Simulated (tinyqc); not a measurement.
MOS structure on a p-type body with a surface-enhanced doping, non-linear Poisson equation by Newton steps: effect of the extra acceptor density at the surface on threshold, swing and body effect.

One dimension, insulator interface at x = 0, acceptor density Na + N0 exp(-x/Ls), net doping C = -(acceptor density). psi is counted from the intrinsic level: n = ni exp((psi - Vb)/Vt), p = ni exp(-psi/Vt); deep in the body psi_b = -Vt ln(Na/ni). The gate acts through Cox = eps0 eox/tox and has the potential psi_G = Vg - (phiM - chi - Vt ln(Nc/ni)). Boltzmann statistics, full ionisation, classical densities, no oxide or interface charge.

ni = sqrt(Nc Nv) exp(-Eg/(2 Vt)), Eg in volts. The Poisson equation d/dx(eps0 eps_r dpsi/dx) = -q (p - n + C), with eps0 eps_r dpsi/dx = -Cox (psi_G - psi_0) at x = 0, is solved on a mesh of about 600 nodes or more. N_inv is the integral of n less its value deep in the body. VT is the Vg at which N_inv = 2e11 cm^-2. m = 1/(dpsi_0/dVg) at N_inv = 1e8 cm^-2; the swing is the Vg between N_inv = 1e8 and 1e9 cm^-2; body coefficient [VT(Vb + 0.05 V) - VT(Vb)]/0.05 V - 1.

Parameters, values chosen for the exercise; band and dielectric values close to those of silicon:
- T = 300 K (temperature)
- Eg = 1.11 eV (band gap)
- eps_r = 11.7 (relative permittivity)
- Nc = 2.76e19 cm^-3 (conduction-band density of states at T)
- Nv = 2.69e19 cm^-3 (valence-band density of states at T)
- chi = 4 eV (electron affinity)
- Na = 1.2e18 cm^-3 (acceptor density deep in the body)
- eox = 3.9 (relative permittivity of the gate insulator (close to silicon dioxide))
- tox = 10 nm (insulator thickness)
- phiM = 4.35 eV (gate work function)
- Vb = 0 V (electron quasi-Fermi potential against the body)
- Ls = 5.5 nm (decay length)

Constants: q = 1.602176634e-19 C, kB = 1.380649e-23 J/K, Vt = kB T/q, eps0 = 8.8541878128e-14 F/cm where lengths are in cm. Results are converted to the units shown.

Effect of the extra acceptor density at the surface on threshold, swing and body effect:
```
N0 (cm^-3),VT (V),psi_0 - psi_b at VT (V),m - 1,swing (mV/decade),body coefficient
1.8e18,2.57,0.988,1.11,126,0.984
2.6e18,2.74,0.990,1.13,128,1.00
3.9e18,3.02,0.993,1.18,130,1.03
5.7e18,3.40,0.996,1.26,134,1.08
8.4e18,3.96,1.00,1.39,142,1.17
1.2e19,4.68,1.01,1.60,154,1.31
1.8e19,5.83,1.01,2.02,178,1.62
```

What does the table show?

As N0 goes from 1.8e18 to 1.8e19, VT rises from 2.57 to 5.83 V, the swing rises from 126 to 178 mV/decade and the body coefficient rises from 0.984 to 1.62. The swing stays within 1.0 % of m Vt ln 10, and the body coefficient within 0.40 of m - 1.

Numbers from tinyqc (`OMP_NUM_THREADS=1 python tinyqc.py 2080118 2080119 out.jsonl`; about 0.7 s on one thread of a shared Intel Xeon 2.30GHz).
